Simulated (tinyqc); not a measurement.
Born-von Karman spring model of a cubic crystal with one atom per cell: one step, computed by the program tinyqc. Command: `OMP_NUM_THREADS=1 python tinyqc.py 3009059 3009060 out.jsonl springs walk`. One thread of a shared host (Intel(R) Xeon(R) Processor @ 2.30GHz), about 0.2 s of CPU time with the checks.

First neighbours lie at a/2 (1,1,0) (12 of them), second at a (1,0,0) (6), with all permutations and signs; the volume per atom is Omega = a^3/4. Two shells of springs match a real metal only roughly, above all at the zone boundary.

Task: Elastic constants from long waves. [ij,kl] = (1/(2 Omega)) sum_R K_ij R_k R_l; C11 = [xx,xx], C44 = [xx,yy], C12 = 2 [xy,xy] - C44; B = (C11 + 2 C12)/3; Zener ratio A = 2 C44/(C11 - C12). K(R) = kL n n^T + kT (1 - n n^T).

Inputs (values chosen for the exercise, modelled on copper):
```
quantity                 value           unit
lattice constant a        3.61       angstrom
radial spring k1L         1.76  eV/angstrom^2
transverse spring k1T   -0.081  eV/angstrom^2
radial spring k2L        0.023  eV/angstrom^2
transverse spring k2T  -0.0081  eV/angstrom^2
```

Lattice: fcc.

Constants: 1 eV/angstrom^3 = 160.2176634 GPa.

Give: C11; C12; C44; bulk modulus B; Zener ratio A.

Result:

C11 = 153.1 GPa

C12 = 97.52 GPa

C44 = 65.89 GPa

bulk modulus B = 116.1 GPa

Zener ratio A = 2.370

C12 - C44 = 31.64 GPa: the Cauchy relation fails because sum_R kT R^2 is not zero; a negative sum gives a positive Cauchy pressure.
